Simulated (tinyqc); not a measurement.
Worked calculation: Hubbard ring of 6 sites. Computed by tinyqc, a small Python program that keeps every step. Settings: hopping = 0.81, U = 10.4, mixing = 0.2, iteration cap = 74. Command: `OMP_NUM_THREADS=1 python tinyqc.py 26887 26888 out.jsonl` (the two numbers bound the seeds that draw the settings). One thread of a shared host (Intel(R) Xeon(R) Processor @ 2.60GHz), about 0.2 s of CPU time with the checks. Later iterations appear only in the table of the cycle.

## Mean-field iteration 1

one-body matrix (hopping and site energies) (eV):
```
,1,2,3,4,5,6
1,0.000000,-0.810000,0.000000,0.000000,0.000000,-0.810000
2,-0.810000,0.000000,-0.810000,0.000000,0.000000,0.000000
3,0.000000,-0.810000,0.000000,-0.810000,0.000000,0.000000
4,0.000000,0.000000,-0.810000,0.000000,-0.810000,0.000000
5,0.000000,0.000000,0.000000,-0.810000,0.000000,-0.810000
6,-0.810000,0.000000,0.000000,0.000000,-0.810000,0.000000
```

U = 10.400000 eV

electrons, up and down: 3  3

mixing = 0.200000

n(up) at the start (a guess, not normalised): 1 0.800000, 2 0.200000, 3 0.800000, 4 0.200000, 5 0.800000, 6 0.200000

n(down) at the start (a guess): 1 0.200000, 2 0.800000, 3 0.200000, 4 0.800000, 5 0.200000, 6 0.800000

H(up) = T + U n(down), H(down) = T + U n(up); fill the lowest levels; n(new) = n + mixing (n(out) - n); E = tr T (rho up + rho down) + U sum n_up n_down of the output.

levels, up (eV): 1.684492  1.976570  1.976570  8.423430  8.423430  8.715508

levels, down (eV): 1.684492  1.976570  1.976570  8.423430  8.423430  8.715508

energy = -0.523863 eV

n(up) after iteration 1: 1 0.834111, 2 0.165889, 3 0.834111, 4 0.165889, 5 0.834111, 6 0.165889

n(down) after iteration 1: 1 0.165889, 2 0.834111, 3 0.165889, 4 0.834111, 5 0.165889, 6 0.834111

## Mean-field iteration 2

As before.

levels, up (eV): 1.366164  1.632088  1.632088  8.767912  8.767912  9.033836

levels, down (eV): 1.366164  1.632088  1.632088  8.767912  8.767912  9.033836

energy = -0.624331 eV

n(up) after iteration 2: 1 0.862426, 2 0.137574, 3 0.862426, 4 0.137574, 5 0.862426, 6 0.137574

n(down) after iteration 2: 1 0.137574, 2 0.862426, 3 0.137574, 4 0.862426, 5 0.137574, 6 0.862426

## Convergence

Each step fills the lowest levels of T + U n(other spin) and sets n(new) = n + mixing (n(out) - n); stop when output and input agree to 1e-8.

Course of the cycle:
```
iteration,E (eV),largest |n(out) - n(in)|,mean |n_up - n_down|
1,-0.52386315,1.71e-01,0.941107
2,-0.62433061,1.42e-01,0.951372
3,-0.67818450,1.17e-01,0.958032
4,-0.70826715,9.55e-02,0.962564
5,-0.72563406,7.80e-02,0.965763
6,-0.73592404,6.36e-02,0.968087
7,-0.74214689,5.17e-02,0.969814
8,-0.74597132,4.20e-02,0.971120
9,-0.74835192,3.41e-02,0.972121
10,-0.74984885,2.77e-02,0.972896
11,-0.75079774,2.25e-02,0.973502
...,...,...,...
64,-0.75250243,3.07e-07,0.975878
65,-0.75250243,2.48e-07,0.975878
66,-0.75250243,2.01e-07,0.975878
67,-0.75250243,1.63e-07,0.975878
68,-0.75250243,1.32e-07,0.975878
69,-0.75250243,1.06e-07,0.975878
70,-0.75250243,8.62e-08,0.975878
71,-0.75250243,6.98e-08,0.975878
72,-0.75250243,5.65e-08,0.975878
73,-0.75250243,4.57e-08,0.975878
74,-0.75250243,3.70e-08,0.975878
```

Not converged within 74 iterations: the residual falls steadily but slowly, by a factor of about 0.81 a step. The lowest mean-field energy found from random starts is -0.50631 eV. Reruns (cap 100 unless said): mixing 0.5: converged in 27 (E = -0.75250); mixing 0.9: converged in 10 (E = -0.75250); the original settings with a cap of 400: converged in 81 (E = -0.75250).

## Exact diagonalisation (400 states)

Lowest levels of the sector, and the double occupancy of the lowest state.

lowest levels (eV): -1.062707  -0.891226  -0.743128  -0.688771  -0.688771  -0.618133

double occupancy per site = 0.016367

## The lowest level by Lanczos steps

From a random start vector (not printed): a_j = <q_j|H|q_j>, b_j = norm of the remainder after orthogonalising; the Ritz value is the lowest eigenvalue of the tridiagonal matrix of a and b so far.

Lanczos:
```
j,a_j (eV),b_j (eV),lowest Ritz value (eV)
1,13.887226,7.281144,13.88722587
2,14.669224,8.817315,6.98659025
3,15.871723,11.989946,3.39006376
4,15.537913,5.231376,-0.22659668
5,15.727529,6.339545,-0.66694891
6,15.114591,6.081198,-0.75146131
7,14.350286,13.347708,-0.77014204
8,16.537087,6.473139,-0.85389033
9,17.348914,5.776504,-0.98778729
10,14.775513,4.247285,-1.02872943
```
